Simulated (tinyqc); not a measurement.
# Changing the mass m_2

Model: phonon transmission through an interface between two chains by Green functions. Computed by tinyqc, a small Python program. Command: `OMP_NUM_THREADS=1 python tinyqc.py 3020120 3020121 out.jsonl agf sweep`. One thread of a shared host (Intel(R) Xeon(R) Processor @ 2.30GHz), about 0.03 s of CPU time with the checks.

Two semi-infinite chains (masses m_1, m_2; springs k_1, k_2), motion along the chain. The central region holds the end atom of each chain and one interlayer atom of mass m_b, joined by springs k_b. lambda = omega^2 in eV/(angstrom^2 u); nu = 15.6333042 THz x sqrt(lambda).

Inputs (values chosen for the exercise, for two model chains):

| quantity | value | unit |
|---|---|---|
| mass m_1 | 40.6 | u |
| spring k_1 | 3.18 | eV/angstrom^2 |
| spring k_2 | 2.47 | eV/angstrom^2 |
| junction spring k_b | 0.785 | eV/angstrom^2 |
| interlayer mass m_b | 15.8 | u |
| probe frequency / lower band top | 0.19 | - |
| temperature T | 200 | K |

Atoms in the interlayer: one.

Constants: nu for 1 eV/(angstrom^2 u) = 15.6333042 THz; h x 1 THz = 4.135667696 meV; k_B = 8.617333262e-05 eV/K; k_B = 1.380649e-23 J/K; h = 6.62607015e-34 J s.

Method:
- nu_max = 15.6333042 THz x 2 sqrt(k/m); impedance Z = sqrt(k m); long-wave transmission 4 Z_1 Z_2/(Z_1 + Z_2)^2; the probe frequency is the given share of the lower band top.
- In chain i, sin(q_i a/2) = nu/nu_max,i. An outgoing wave makes the next atom move as exp(i q_i a) times the end atom, so the lead adds the self-energy Sigma_i = -k_i exp(i q_i a) to the force-constant matrix; Gamma_i = -2 Im Sigma_i = 2 k_i sin(q_i a).
- A = lambda M - K - Sigma over the central atoms, with K_ii the sum of the springs at i, K_(i,i+1) = -k_b; G = inverse of A; transmission = Gamma_1 Gamma_2 |G_(first,last)|^2.
- Landauer conductance G = k_B int tau(nu) x^2 e^x/(e^x - 1)^2 d nu, x = h nu/(k_B T), from 0 to the lower band top (240 Gauss-Legendre points in s from 0 to 1, nu = nu_top sin(pi s/2)); tau is the transmission, and its thermal mean is G over the value for tau = 1 in the same window; the quantum is g_0 = pi^2 k_B^2 T/(3 h).

One run for each value:

| mass m_2 (u) | conductance G (pW/K) | long-wave transmission | thermal mean of the transmission | band top of chain 2 (THz) |
|---|---|---|---|---|
| 6.8 | 53.87 | 0.7792 | 0.4999 | 18.84 |
| 18.0 | 50.61 | 0.9322 | 0.4697 | 11.58 |
| 28.0 | 47.46 | 0.9760 | 0.4404 | 9.29 |
| 45.0 | 42.56 | 0.9986 | 0.4566 | 7.33 |
| 73.0 | 33.97 | 0.9931 | 0.4503 | 5.75 |
| 120.0 | 20.77 | 0.9580 | 0.3461 | 4.49 |
| 190.0 | 16.13 | 0.9027 | 0.3343 | 3.56 |
| 300.0 | 12.79 | 0.8311 | 0.3306 | 2.84 |
| 490.0 | 9.88 | 0.7423 | 0.3250 | 2.22 |

Give the missing row, mass m_2 (u) = 11.0.

Computed row; columns: (1) mass m_2 (u); (2) conductance G (pW/K); (3) long-wave transmission; (4) thermal mean of the transmission; (5) band top of chain 2 (THz):
```
(1)     (2)     (3)     (4)    (5)
11.0  52.87  0.8623  0.4907  14.82
```

Interpolating between the two neighbouring rows (the first column on a logarithmic scale, the others too where they are positive) misses most in long-wave transmission, by 1.3 %. Over the rows, conductance G (pW/K) falls from 53.9 to 9.88 (exponent d ln y / d ln x -0.039 between the first rows and -0.52 between the last); long-wave transmission goes from 0.779 through a maximum among these rows, 0.999 at 45.0, to 0.742; thermal mean of the transmission lies between 0.325 and 0.500 without a single trend. The impedances match at m_2 = 52.3 u and the band tops at 31.5 u; above the second value a heavier chain 2 lowers the top of the window.

Extremes, crossings and ranges named in words are read from the listed rows.
